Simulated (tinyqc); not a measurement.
Energies of the polytypes: polytypes and stacking faults of a tetrahedral semiconductor in an axial Ising model with couplings up to third neighbours. Computed by tinyqc, a small Python program. Command: `OMP_NUM_THREADS=1 python tinyqc.py 3003147 3003148 out.jsonl polytype walk`. One thread of a shared host (Intel(R) Xeon(R) Processor @ 2.30GHz), about 0.01 s of CPU time with the checks.

Each double layer has s = +1 or -1 for the sense of its stacking step; E per pair of atoms = E0 - sum_n J_n <s_i s_(i+n)>, n = 1, 2, 3. Hexagonality h = (1 - <s_i s_(i+1)>)/2.

Inputs (values chosen for the exercise, of the order of those of SiC for J, a, G and the gaps):
```
quantity   value      unit
J1          2.51  meV/pair
J2         -3.89  meV/pair
J3         -0.18  meV/pair
gap of 3C   2.39        eV
gap of 4H   3.26        eV
```

Method. E - E(3C) = sum_n J_n (1 - C_n), C_n = <s_i s_(i+n)>. The gap is taken linear in h between 3C (h = 0) and 4H (h = 1/2), a rough rule, with a dash beyond.

correlations of the repeat units 3C (+), 2H (+-), 4H (++--), 6H (+++---), 15R (+++--), 8H (++++----), 21R (++++---), 9R (++-):
```
        n = 1     n = 2     n = 3
3C    1.00000   1.00000   1.00000
2H   -1.00000   1.00000  -1.00000
4H    0.00000  -1.00000   0.00000
6H    0.33333  -0.33333  -1.00000
15R   0.20000  -0.60000  -0.60000
8H    0.50000   0.00000  -0.50000
21R   0.42857  -0.14286  -0.71429
9R   -0.33333  -0.33333   1.00000
```

Polytypes:
```
polytype       h  E - E(3C) (meV/pair)  gap by the linear rule (eV)
3C        0.0000                0.0000                       2.3900
2H        1.0000                4.6600                            -
4H        0.5000               -5.4500                       3.2600
6H        0.3333               -3.8733                       2.9700
15R       0.4000               -4.5040                       3.0860
8H        0.2500               -2.9050                       2.8250
21R       0.2857               -3.3200                       2.8871
9R        0.6667               -1.8400                            -
```

E(2H) - E(3C) = 4.66 meV/pair

E(4H) - E(3C) = -5.45 meV/pair

E(6H) - E(3C) = -3.8733 meV/pair

What follows from these numbers?

The lowest is 4H, 0.946 meV/pair below 15R. J1/|J2| = 0.65: for J3 = 0 and J2 < 0 the ground state is 2H below -2, 4H between -2 and 2, and 3C above 2; at 2 itself all periods with bands of two or more layers are degenerate.

Extremes, crossings and ranges named in words are read from the listed rows.
